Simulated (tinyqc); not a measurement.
Inside a calculation. Model: a particle near a wafer in liquid: double-layer and van der Waals forces (DLVO), deposition barrier and removal. Computed by tinyqc, a small Python program that keeps every step. Command: `OMP_NUM_THREADS=1 python tinyqc.py 3110685 3110686 out.jsonl dlvo walk`. One thread of a shared host (Intel(R) Xeon(R) Processor @ 2.30GHz), about 0.01 s of CPU time with the checks. Intermediate numbers are printed to about 7 digits and carried at full precision; extremes and crossings named in words are read from the listed rows.

Sphere and flat wall, Derjaguin approximation, constant potentials in the linear-superposition form, no retardation and no hydration force.

Inputs (values chosen for the exercise, of the order of those for alumina on silica in water):
```
quantity                             value   unit
particle radius R                      170     nm
Hamaker constant A                 1.1e-20      J
potential of the particle psi_1        -50     mV
potential of the wafer psi_2           -59     mV
salt concentration c                 0.097  mol/L
valence z of the symmetric salt          1      -
temperature T                          343      K
dielectric constant of the liquid     63.7      -
gap h                                  3.5     nm
contact distance h0                    0.4     nm
contact radius over R                  0.1      -
viscosity                             0.73  mPa s
```

Constants: e = 1.602176634e-19 C; N_A = 6.02214076e+23 1/mol; eps_0 = 8.8541878128e-12 F/m; k_B = 1.380649e-23 J/K; k_B = 8.617333262e-05 eV/K.

## Screening

kappa^2 = 2 z^2 e^2 N_A (1000 c)/(eps eps_0 k_B T); gamma_i = tanh(z e psi_i/(4 k_B T)); Z = 64 pi eps eps_0 (k_B T/(z e))^2 gamma_1 gamma_2.

kappa = 1.059629 1/nm

Debye length = 0.9437263 nm

gamma_1 = -0.3993751

gamma_2 = -0.4613525

Z = 18.25433 pN

kappa R = 180.1370

Like signs: the double layers repel.

## Energy and force at one gap

U(h) = Z R exp(-kappa h) - A R/(6 h); F(h) = -dU/dh = kappa Z R exp(-kappa h) - A R/(6 h^2), positive for repulsion.

double-layer energy = 16.06085 k_B T

van der Waals energy = -18.80377 k_B T

U(h) = -2.742923 k_B T

F(h) = 55.15127 pN

## The curve

The formulas are those given above.

Against the gap:
```
h (nm)   kappa h  U (k_B T)         F (pN)
0.4      0.42385   264.3718   2.043309e+02
0.6      0.63578   237.3059   8.754807e+02
1.0      1.05963   161.3020   8.279992e+02
1.5      1.58944    89.8305   5.324189e+02
2.5      2.64907    20.0151   1.826697e+02
4.0      4.23852    -6.9981   2.796733e+01
7.0      7.41740    -9.0082  -4.385255e+00
12.0    12.71555    -5.4825  -2.154474e+00
20.0    21.19258    -3.2907  -7.791646e-01
40.0    42.38517    -1.6453  -1.947917e-01
```

Caution: in rows where h is not small against R, A R/(6 h) overstates the van der Waals term. Caution: in rows with kappa h below 1 linear superposition is only rough.

## Barrier and secondary minimum

F = 0 reads x^2 exp(-x) = y with x = kappa h and y = A kappa/(6 Z); the left side peaks at x = 2 with 4/e^2 = 0.5413, so roots exist for smaller y: x < 2 is the barrier, x > 2 the secondary minimum.

y = 0.1064215

position of the barrier = 0.3756639 nm

barrier height = 264.9172 k_B T

position of the secondary minimum = 5.410130 nm

energy at the secondary minimum = -10.04282 k_B T

A barrier above 15 k_B T practically stops deposition. The secondary minimum is deep enough to hold particles loosely. Caution: the maximum lies inside the contact distance, where the model does not apply; the energy at contact is the barrier that counts.

## Critical salt concentration

The barrier height is zero when U = 0 and F = 0 together: kappa h = 1 and kappa = 6 Z/(e A), e = 2.718282 here; c follows from kappa^2, with the potentials held fixed.

critical kappa = 3.662941 1/nm

critical concentration = 1.159107 mol/L

Caution: above about 1 mol/L the Debye length is of molecular size and surface potentials do not stay fixed, so this value is formal.

## Adding salt

kappa scales as sqrt(c); potentials are held fixed. A dash marks rows without a maximum.

Against the concentration:
```
c (mol/L)  Debye length (nm)  barrier at (nm)  barrier (k_B T)  minimum at (nm)  minimum (k_B T)
1.16e-04            27.28996         1.708171         577.0074     2.800388e+02    -2.121122e-01
1.16e-03             8.62984         0.985693         517.7963     7.597609e+01    -7.678431e-01
1.16e-02             2.72900         0.582490         416.3598     1.983872e+01    -2.861071e+00
5.80e-02             1.22044         0.414986         307.8153     7.470216e+00    -7.370735e+00
2.32e-01             0.61022         0.322413         182.2189     3.074656e+00    -1.715683e+01
5.80e-01             0.38594         0.284695          82.2093     1.632953e+00    -3.077777e+01
1.04e+00             0.28821         0.273379          13.0635     1.047936e+00    -4.553005e+01
1.74e+00             0.22282         0.281095         -48.5374     6.645021e-01    -6.583070e+01
3.48e+00             0.15756                -                -                -                -
```

At low salt the barrier tends to Z R = 655 k_B T; it is half of that between 0.012 and 0.058 mol/L and changes sign at 1.2 mol/L, while the secondary minimum deepens to -46 k_B T at 0.9 of that.

## Removing an attached particle

Adhesion F_a = A R/(6 h0^2) [1 + a^2/(R h0)] - kappa Z R exp(-kappa h0), a the contact radius. Drag in a shear flow F_d = 1.7 x 6 pi mu R^2 G, acting at 1.4 R; rolling starts when 1.4 R F_d = a F_a. Wall shear stress = mu G.

van der Waals adhesion = 10226.56 pN

net adhesion F_a = 8074.315 pN

wall shear stress for rolling = 622.7730 Pa

shear rate G = 853113.7 1/s

Checks made by the program: force against a difference of U (relative difference below 1e-10).
